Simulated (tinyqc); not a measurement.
Capillary instabilities by surface diffusion: grooving and agglomeration of films, edge retraction, wire break-up and smoothing of roughness. Changing the contact angle on the substrate theta. Computed by tinyqc, a small Python program. Command: `OMP_NUM_THREADS=1 python tinyqc.py 3030689 3030690 out.jsonl dewet sweep`. One thread of a shared host (Intel(R) Xeon(R) Processor @ 2.30GHz), about 0.01 s of CPU time with the checks.

Isotropic surface energy; shapes change by surface diffusion alone.

Inputs (values chosen for the exercise, of the order of those of a ruthenium film):

| quantity | value | unit |
|---|---|---|
| surface energy gamma_s | 2.74 | J/m^2 |
| atomic volume Omega | 13.6 | angstrom^3 |
| surface sites nu | 13 | 1/nm^2 |
| prefactor D0 | 7e-06 | m^2/s |
| activation energy Q | 2.31 | eV |
| temperature T | 1872 | K |
| time t | 34 | s |
| film thickness h | 7.9 | nm |

Constants: k_B = 8.617333262e-05 eV/K; k_B = 1.380649e-23 J/K.

Method. B = D_s nu gamma_s Omega^2/(k_B T), D_s = D0 exp(-Q/(k_B T)). A rim shaped as a circular segment with contact angle theta holds the area h x; its radius r obeys r^2 (theta - sin theta cos theta) = h x. To advance, the edge must carry a strip of the rim height H = r (1 - cos theta) over the rim, driven by the curvature 1/r over the distance r theta (the scaling argument of Brandon and Bradshaw): H dx/dt = B/(theta r^2) gives x^(5/2) = (5/2) B t c^(3/2)/(theta (1 - cos theta) h^(3/2)), c = theta - sin theta cos theta.

One run for each value:

| contact angle on the substrate theta (degrees) | retraction x (nm) | rim height H (nm) |
|---|---|---|
| 30.0 | 303.41 | 21.793 |
| 48.6 | 389.88 | 31.674 |
| 67.1 | 447.02 | 40.269 |
| 85.7 | 480.12 | 47.791 |
| 104.0 | 492.08 | 54.083 |
| 123.0 | 486.74 | 59.362 |
| 141.0 | 469.64 | 63.024 |
| 160.0 | 445.34 | 65.199 |

Over the rows, retraction x (nm) goes from 303 through a maximum among these rows, 492 at 104, to 445; rim height H (nm) rises from 21.8 to 65.2 (exponent d ln y / d ln x 0.78 between the first rows and 0.27 between the last).

Extremes, crossings and ranges named in words are read from the listed rows.
